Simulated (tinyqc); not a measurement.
Metal gate on a two-layer dielectric stack with fixed charge and a dipole: threshold against doping.

Gate, layer 2, layer 1, p-type semiconductor; x runs from the gate inwards. Charges are counted in units of +q. psi is the band bending at the surface, positive towards inversion. Classical charge, Boltzmann statistics, no interface traps.

EOT = 3.9 (t1/e1 + t2/e2), Cox = eps0/(t1/e1 + t2/e2); phi_ms = pM - (chi + Eg - Vt ln(Nv/Na)). Vfb = phi_ms + Vd - (q/eps0) [Q1 (t1/e1 + t2/e2) + Q2 t2/e2 + r1 (t1^2/(2 e1) + t1 t2/e2) + r2 t2^2/(2 e2)]: each charge counts with its electrical distance from the gate. ni = sqrt(Nc Nv) exp(-Eg/(2 Vt)), Eg in volts, pB = Vt ln(Na/ni), Vth = Vfb + 2 pB + sqrt(4 q eps0 eps_r Na pB)/Cox.

Parameters, values chosen for the exercise; band and dielectric values close to those of germanium, layer 1 close to silicon dioxide, layer 2 close to zirconium oxide: temperature T = 300 K; band gap Eg = 0.648 eV; relative permittivity eps_r = 15.9; conduction-band density of states at T Nc = 1.03e19 cm^-3; valence-band density of states at T Nv = 6.04e18 cm^-3; electron affinity chi = 4.05 eV; work function of the gate metal pM = 5.09 eV; thickness of layer 1, next to the semiconductor t1 = 1.7 nm; relative permittivity of layer 1 e1 = 3.93; thickness of layer 2, next to the gate t2 = 2.1 nm; relative permittivity of layer 2 e2 = 24.3; fixed charge at the semiconductor interface Q1 = 1.1e12 cm^-2; fixed charge between the layers Q2 = 2.8e12 cm^-2; uniform charge density in layer 1 r1 = 0 cm^-3; uniform charge density in layer 2 r2 = -4.2e18 cm^-3; flat-band shift by a dipole layer between the layers Vd = 0.4 V.

Constants: q = 1.602176634e-19 C, kB = 1.380649e-23 J/K, Vt = kB T/q, eps0 = 8.8541878128e-14 F/cm where lengths are in cm. Results are converted to the units shown.

Result of one run:
```
Na (cm^-3)	phi_ms (V)	2 pB (V)	Qd/Cox (V)	Vth (V)
3.6e17	0.4649	0.4884	0.1651	1.378
```

What becomes of these results when the acceptor density Na is changed from 3.6e17 to 2.4e17 cm^-3, all else the same?

Result of the changed run:
```
Na (cm^-3)	phi_ms (V)	2 pB (V)	Qd/Cox (V)	Vth (V)
2.4e17	0.4754	0.4674	0.1319	1.334
```

The whole series:
```
Na (cm^-3)	phi_ms (V)	2 pB (V)	Qd/Cox (V)	Vth (V)
5e16	0.5159	0.3863	0.05472	1.217
7.5e16	0.5055	0.4073	0.06881	1.241
1.1e17	0.4956	0.4271	0.08533	1.268
1.6e17	0.4859	0.4465	0.1052	1.297
2.4e17	0.4754	0.4674	0.1319	1.334
3.6e17	0.4649	0.4884	0.1651	1.378
5.3e17	0.4549	0.5084	0.2044	1.427
```

Vth rises from 1.22 to 1.43 V. Of the change, phi_ms + 2 pB gives 61.0 mV (Vt ln 10 a decade) and the depletion charge 150 mV, growing as Na^(0.56).

tinyqc, about 0.01 s, one thread, Intel Xeon 2.30GHz (shared host): `OMP_NUM_THREADS=1 python tinyqc.py 2010039 2010040 out.jsonl`
